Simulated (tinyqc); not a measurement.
# Graded p-n junction, non-linear Poisson equation by Newton steps: effects of single changes

One dimension, p side on the left, n side on the right; net doping C = (Nd - Na)/2 + ((Nd + Na)/2) tanh(x/Lg). The potential psi is counted from the intrinsic level, and the quasi-Fermi potentials are flat: 0 for holes and -V for electrons, so n = ni exp((psi + V)/Vt) and p = ni exp(-psi/Vt) (Boltzmann statistics, full ionisation, no current).

Values chosen for this exercise; band and dielectric values those of a made-up semiconductor:
```
symbol    value   unit                                 meaning
T           300      K                             temperature
Eg          1.3     eV                                band gap
eps_r      9.37                          relative permittivity
Nc      2.68e19  cm^-3  conduction-band density of states at T
Nv      2.46e19  cm^-3     valence-band density of states at T
Na       4.6e16  cm^-3          acceptor density of the p side
Nd       1.1e18  cm^-3             donor density of the n side
V          0.42      V   bias of the p side against the n side
Lg          110     nm                          grading length
```

Constants: q = 1.602176634e-19 C, kB = 1.380649e-23 J/K, Vt = kB T/q, eps0 = 8.8541878128e-14 F/cm where lengths are in cm. Results are converted to the units shown.

Each table varies one quantity; the others keep the values above.

## Capacitance and field against bias

The Poisson equation d/dx(eps0 eps_r dpsi/dx) = -q (p - n + C) is solved on a mesh of more than 1000 nodes that ends in neutral material (psi_p = -Vt ln(Na/ni), psi_n = Vt ln(Nd/ni) - V). C_j = q d/dV of the integral of p over x, from the linearised equation. ni = sqrt(Nc Nv) exp(-Eg/(2 Vt)), Eg in volts. Depletion approximation: Vbi = Vt ln(Na Nd/ni^2), W = sqrt(2 eps0 eps_r (Vbi - V)(1/Na + 1/Nd)/q), xp = W Nd/(Na + Nd), xn = W Na/(Na + Nd), peak field 2 (Vbi - V)/W, capacitance eps0 eps_r/W. The last column applies it to an abrupt Na-Nd junction.

Capacitance and field against bias:
```
V (V),peak |E| (kV/cm),C_j (nF/cm^2),1/C_j^2 (cm^4/uF^2),eps0 eps_r/C_j (nm),abrupt depletion C (nF/cm^2)
0.16,62.57,43.85,520.2,189.2,57.26
-0.87,107.9,31.47,1010,263.6,39.04
-1.89,143.0,26.30,1446,315.4,31.57
-2.92,173.6,23.15,1866,358.4,27.17
-3.95,200.9,20.97,2275,395.7,24.21
-4.97,225.7,19.35,2672,428.8,22.07
-6,248.8,18.05,3068,459.5,20.39
```

With V going from 0.16 to -6 V, C_j falls from 43.8 to 18.1 nF/cm^2 and the peak field rises from 62.6 to 249 kV/cm. The slope of 1/C_j^2, read as N = 2/(q eps0 eps_r |slope|), gives 3.17e16 cm^-3 between the first two rows and 3.91e16 cm^-3 between the last two, against Na Nd/(Na + Nd) = 4.42e16 cm^-3; it is not a straight line, so no single doping describes it. At the end C_j goes as (Vbi - V)^(-0.44) with Vbi = 1.06 V, and it is 11 % below the abrupt depletion formula (at the first row 23 % below it).

## Effect of the grading length

Same model as above.

The abrupt values quoted are those of these depletion formulas.

Effect of the grading length:
```
Lg (nm),peak |E| (kV/cm),C_j (nF/cm^2),eps0 eps_r/C_j (nm)
14,81.7,69.6,119
19,77.5,68.4,121
28,71.5,66.3,125
39,65.8,63.6,130
55,59.7,60.1,138
78,53.6,56.0,148
110,47.7,51.6,161
```

What does the table show?

As Lg grows from 14 to 110 nm, the peak field falls from 81.7 to 47.7 kV/cm and C_j falls from 69.6 to 51.6 nF/cm^2. The abrupt depletion formulas give 104 kV/cm and W = 122 nm; the first row's field is 21 % below that and the last row's 54 % below it. The same voltage drops over a longer distance, so the field falls.

Numbers from tinyqc (`OMP_NUM_THREADS=1 python tinyqc.py 2000101 2000102 out.jsonl`; about 0.04 s on one thread of a shared Intel Xeon 2.30GHz).
